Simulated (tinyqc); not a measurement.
Changing the fraction x of B: order-disorder in a binary alloy on two sublattices: Bragg-Williams and pair (quasi-chemical) approximations. Computed by tinyqc, a small Python program. Command: `OMP_NUM_THREADS=1 python tinyqc.py 3018412 3018413 out.jsonl order sweep`. One thread of a shared host (Intel(R) Xeon(R) Processor @ 2.30GHz), about 0.01 s of CPU time with the checks.

All z = 6 neighbours of a site lie on the other sublattice. B fills the sublattices with x + eta/2 and x - eta/2; energies are per site, from the pure components: u = -z w y with y the probability of an A-B bond taken in one order.

Inputs (values chosen for the exercise, for a model alloy): ordering energy w = (e_AA + e_BB)/2 - e_AB = 12.6 meV; temperature T = 325 K.

Lattice: simple cubic (z = 6). Method: plain iteration, 400 steps.

scattering factors f_A, f_B (electrons): 30  59

Constants: k_B = 8.617333262e-05 eV/K.

Method:
- Bragg-Williams: k_B T_c = 2 z w x (1 - x). Pair approximation at x = 1/2: k_B T_c = w/ln(z/(z - 2)).
- Bragg-Williams: u = -z w [x (1 - x) + eta^2/4]; minimising f gives ln[a (1 - b)/(b (1 - a))] = 2 z w eta/(k_B T) =: ln Q, a = x + eta/2, b = x - eta/2. For given Q this is a quadratic for eta, (Q - 1) eta^2/4 - (Q + 1) eta/2 + (Q - 1) x (1 - x) = 0, smaller root: the map eta -> phi(eta).
- Plain iteration eta = phi(eta), 400 steps at most; start at 0.999 times 2x; stop when |phi - eta| < 1e-10.
- a = x + eta/2, b = x - eta/2; u = -z w [x (1 - x) + eta^2/4]; s/k_B = [s2(a) + s2(b)]/2, s2(c) = -c ln c - (1 - c) ln(1 - c); gain on ordering = f(eta) - f(0), f = u - T s. Superlattice over fundamental intensity = [eta (f_B - f_A)/2]^2/[(1 - x) f_A + x f_B]^2.
- Quasi-chemical disordered state, with T here the Bragg-Williams T_c and not the input T: y^2/[(1 - x - y)(x - y)] = exp(2 w/(k_B T)) =: E, so y = 2 x (1 - x)/(1 + r), r = sqrt(1 - 4 x (1 - x)(1 - 1/E)); Warren-Cowley alpha = 1 - y/(x (1 - x)); u = -z w y.

One run for each value; columns: (1) fraction x of B; (2) order parameter eta; (3) T_c, Bragg-Williams (K); (4) B fraction on its own sublattice; (5) B fraction on the A sublattice; (6) alpha of the disordered state at the Bragg-Williams T_c:
```
(1)       (2)     (3)      (4)      (5)       (6)
0.26  0.19332  337.59  0.35666  0.16334  -0.14657
0.30  0.38047  368.47  0.49023  0.10977  -0.15291
0.34  0.50753  393.73  0.59376  0.08624  -0.15763
0.38  0.61099  413.38  0.68549  0.07451  -0.16105
0.42  0.69684  427.42  0.76842  0.07158  -0.16336
0.46  0.76049  435.84  0.84024  0.07976  -0.16470
0.50  0.78599  438.65  0.89299  0.10701  -0.16514
```

Over the rows, order parameter eta rises from 0.193 to 0.786 (exponent d ln y / d ln x 4.7 between the first rows and 0.40 between the last); T_c, Bragg-Williams (K) rises from 338 to 439 (exponent d ln y / d ln x 0.61 between the first rows and 0.077 between the last); B fraction on its own sublattice rises from 0.357 to 0.893 (exponent d ln y / d ln x 2.2 between the first rows and 0.73 between the last).  Left out: 0.220 (T is above the Bragg-Williams T_c).

Caution (all rows): T is near or above the T_c of the better pair approximation, so the true long-range order is lower than Bragg-Williams gives.
